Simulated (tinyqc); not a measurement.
Three-phonon processes in a diatomic chain: dispersion, energy and momentum conservation, and decay channels of optical phonons: one step, computed by the program tinyqc. Command: `OMP_NUM_THREADS=1 python tinyqc.py 3120527 3120528 out.jsonl threeph walk`. One thread of a shared host (Intel(R) Xeon(R) Processor @ 2.30GHz), about 0.05 s of CPU time with the checks.

Cell length a, two atoms, one spring constant. x = q a/pi runs from -1 to 1; A and O are the acoustic and optical branches. Matrix elements are not computed: only conservation laws and occupation factors are followed.

Task: Band edges. omega^2 = k (1/m + 1/M) -/+ k sqrt((1/m + 1/M)^2 - 4 sin^2(pi x/2)/(m M)); nu = 15.6333042 THz x sqrt(omega^2) for eV/(angstrom^2 u). Acoustic top sqrt(2 k/M), optical bottom sqrt(2 k/m), optical top sqrt(2 k (1/m + 1/M)).

Inputs (values chosen for the exercise, for a model chain): light mass m = 27 u; heavy mass M = 87.8 u; spring constant k = 6.5 eV/angstrom^2.

Constants: nu for 1 eV/(angstrom^2 u) = 15.6333042 THz.

Give: acoustic top; optical bottom; optical top; optical top over twice the acoustic top; optical bottom over twice the acoustic top; optical width over acoustic top.

Result:

acoustic top = 6.0155 THz

optical bottom = 10.848 THz

optical top = 12.404 THz

optical top over twice the acoustic top = 1.0310

optical bottom over twice the acoustic top = 0.90164

optical width over acoustic top = 0.25871

The zone-centre optical phonon lies above twice the acoustic top (M/m > 3), so its decay into two acoustic phonons is forbidden.
